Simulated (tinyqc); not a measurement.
# Zener tunnelling in a reverse-biased junction, two-band WKB, step by step

tinyqc, about 0.02 s, one thread, Intel Xeon 2.30GHz (shared host): `OMP_NUM_THREADS=1 python tinyqc.py 2620146 2620147 out.jsonl` Printed values are rounded.

Abrupt p-n junction, depletion approximation. Energies E are counted from the conduction-band edge of the neutral n side; its Fermi level lies at dn, that of the p side at dn - V, and the valence-band edge of the neutral p side at Em = dn + dp - V. Tunnelling needs 0 < E < Em. Two-band dispersion with equal masses m: inside the gap kappa = sqrt(m u (1 - u/Eg)/C), u the distance from a band edge, C = hbar^2/(2 m0).

Parameters, values chosen for the exercise; band and dielectric values close to those of indium arsenide:
- T = 300 K (temperature)
- Eg = 0.346 eV (band gap)
- eps_r = 15.4 (relative permittivity)
- Nc = 8.59e16 cm^-3 (conduction-band density of states at 300 K)
- Nv = 6.54e18 cm^-3 (valence-band density of states at 300 K)
- m = 0.024 m0 (band-edge mass of the two-band model)
- Na = 4.9e18 cm^-3 (acceptor density)
- Nd = 1e18 cm^-3 (donor density)
- V = -1.5 V (bias of the p side)
- nE = 11 (points of the energy grid)

Constants: q = 1.602176634e-19 C, kB = 1.380649e-23 J/K, hbar = 1.054571817e-34 J s, h = 6.62607015e-34 J s, m0 = 9.1093837015e-31 kg, Vt = kB T/q, eps0 = 8.8541878128e-14 F/cm where lengths are in cm, hbar^2/(2 m0) = 0.0380998212 eV nm^2. Results are converted to the units shown.

Range of the model: Parabolic densities of states, no band tails and no gap narrowing, all of which matter at such doping.

## Fermi levels and built-in voltage

Nd = Nc F12(dn/Vt), Na = Nv F12(dp/Vt), F12(x) = (2/sqrt(pi)) int_0^infinity sqrt(u)/(1 + exp(u - x)) du; dn = EF - Ec on the n side, dp = Ev - EF on the p side (negative outside the bands); Vbi = Eg + dn + dp.

dn = 0.156953 eV
dp = -6.85723e-4 eV
Vbi = 0.502268 V

Boltzmann statistics would give dn = 0.0635 eV and dp = -0.00746 eV. At zero bias the bands of the two sides overlap by dn + dp.

## Width, field and exponent

W = sqrt(2 eps0 eps_r (Vbi - V)(1/Na + 1/Nd)/q), mean field F = (Vbi - V)/W, peak field 2 F. In a uniform field F the exponent is S = pi sqrt(m/C) Eg^1.5/(4 F). Transverse energy Et = C kt^2/m raises it to S (1 + 4 Et/Eg), so T = exp(-S) exp(-Et/Eb) with Eb = Eg/(4 S). KJ = (2 q^2/h) m/(4 pi C) (times 1e14 for A/cm^2 per eV^2).

W = 64.0595 nm
mean field = 0.312564 MV/cm
S = 4.05891
exp(-S) = 0.0172678
Eb = 21.3111 meV
tunnelling length Eg/F = 11.0697 nm

## Current density on a coarse grid

J = KJ exp(-S) Eb times the integral from 0 to Em of [f(E - dn) - f(E - dn + V)] [1 - exp(-min(E, Em - E)/Eb)] dE, f(x) = 1/(1 + exp(x/Vt)), with S and Eb from the mean field; J > 0 flows from p to n. KJ = (2 q^2/h) m/(4 pi C) (times 1e14 for A/cm^2 per eV^2). Simpson's rule on nE equally spaced points from 0 to Em.

| point | E (eV) | difference of the f | transverse factor |
|---|---|---|---|
| 0 | 0.00000 | -0.00230 | 0.00000 |
| 1 | 0.16563 | -0.58310 | 0.99958 |
| 2 | 0.33125 | -0.99882 | 1.00000 |
| 3 | 0.49688 | -1.00000 | 1.00000 |
| 4 | 0.66251 | -1.00000 | 1.00000 |
| 5 | 0.82813 | -1.00000 | 1.00000 |
| 6 | 0.99376 | -1.00000 | 1.00000 |
| 7 | 1.15939 | -1.00000 | 1.00000 |
| 8 | 1.32501 | -1.00000 | 1.00000 |
| 9 | 1.49064 | -0.99840 | 0.99958 |
| 10 | 1.65627 | -0.50663 | 0.00000 |

integral = -1.45315 eV
KJ = 3.88395e8 A/(cm^2 eV^2)
J = -2.07696e5 A/cm^2

A converged quadrature gives -2.097e5 A/cm^2; this grid is 0.95 % below that in size.
